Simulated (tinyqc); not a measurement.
MOS inversion layer, Poisson-Schroedinger loop: effect of the sheet density of electrons.

Electrons confined at an insulator interface at z = 0, treated as a hard wall; parabolic valleys, Hartree approximation, no image or exchange terms. The depletion charge lies far deeper than the electrons and gives a uniform field q Nd/(eps0 eps_r); the gate balances all charge. Energies are counted from the band edge at the interface.

Schroedinger equation -(C/mz) psi'' + (V0 + U + dE for set B) psi = E psi, C = hbar^2/(2 m0), psi(0) = 0, on a uniform mesh of 800 nodes with a far wall at 37 nm, 8 levels a set; V0 = q Nd z/(eps0 eps_r); dU/dz = q (Ns - integral of n from 0 to z)/(eps0 eps_r), U(0) = 0; N_k = g md m0 q Vt/(pi hbar^2) ln(1 + exp((EF - E_k)/Vt)), g the number of valleys of the set, sum N_k = Ns. Triangular well: E_k = a_k (C F^2/mz)^(1/3), a_1 = 2.338107, a_2 = 4.087949, C = hbar^2/(2 m0), F in eV/nm. Fang-Howard (all electrons in the lowest level of set A): b^3 = 6 (mz1/C) q (Nd + 11 Ns/32)/(eps0 eps_r), centroid 3/b, level C b^2/(4 mz1) + (3/b) q (Nd + 11 Ns/16)/(eps0 eps_r). The centroid adds 3.9 z_av/eps_r to an oxide-equivalent thickness.

Inputs (values chosen for the exercise); masses and permittivity close to those of silicon (110):
```
symbol   value   unit                                     meaning
T          200      K                                 temperature
eps_r     11.7                              relative permittivity
mz1      0.314     m0  mass along z of valley set A (4 valley(s))
md1       0.33     m0    in-plane density-of-states mass of set A
mz2       0.19     m0  mass along z of valley set B (2 valley(s))
md2      0.409     m0    in-plane density-of-states mass of set B
Nd      4.1e11  cm^-2           sheet density of depletion charge
dE           0     eV               extra shift of set B (strain)
```

Constants: q = 1.602176634e-19 C, kB = 1.380649e-23 J/K, hbar = 1.054571817e-34 J s, m0 = 9.1093837015e-31 kg, Vt = kB T/q, eps0 = 8.8541878128e-14 F/cm where lengths are in cm, hbar^2/(2 m0) = 0.0380998212 eV nm^2. Results are converted to the units shown.

Effect of the sheet density of electrons:
columns A: Ns (cm^-2); B: A1 (meV); C: B1 (meV); D: EF (meV); E: share of A1 (%); F: share of set A (%); G: centroid z_av (nm); H: added oxide equivalent (nm); I: Fang-Howard centroid (nm)
```
A          B     C        D     E     F     G      H     I
1e11    44.6  52.3    -42.8  59.5  72.8  4.93   1.64  4.30
2.1e11  49.8  58.0    -24.4  60.7  73.2  4.76   1.59  4.18
4.5e11  60.3  69.5  -0.0143  63.0  74.1  4.44   1.48  3.97
9.7e11  80.4  91.6     34.7  66.8  75.7  3.96   1.32  3.62
2.1e12   117   132     87.1  72.3  78.5  3.35   1.12  3.15
4.4e12   179   199      164  78.5  82.2  2.74  0.912  2.64
9.4e12   285   315      289  84.7  86.5  2.16  0.719  2.13
2e13     462   507      491  89.3  90.0  1.68  0.561  1.69
```

Read the table: what changes, and by how much?

As Ns goes from 1e11 to 2e13, A1 rises from 44.6 to 462 meV, the share of A1 rises from 59.5 to 89.3 % and the centroid falls from 4.93 to 1.68 nm. A1 goes as Ns^(0.64) between the last two rows (a triangular well in the field of that charge alone gives 2/3). EF lies more than 2 meV above A1 for Ns = 9.4e12, 2e13. The Fang-Howard centroid is 13 % below the full one in the first row, where A1 holds 59.5 %, and 0.61 % above it in the last, where A1 holds 89.3 %.

tinyqc, about 0.8 s, one thread, Intel Xeon 2.30GHz (shared host): `OMP_NUM_THREADS=1 python tinyqc.py 2160009 2160010 out.jsonl`
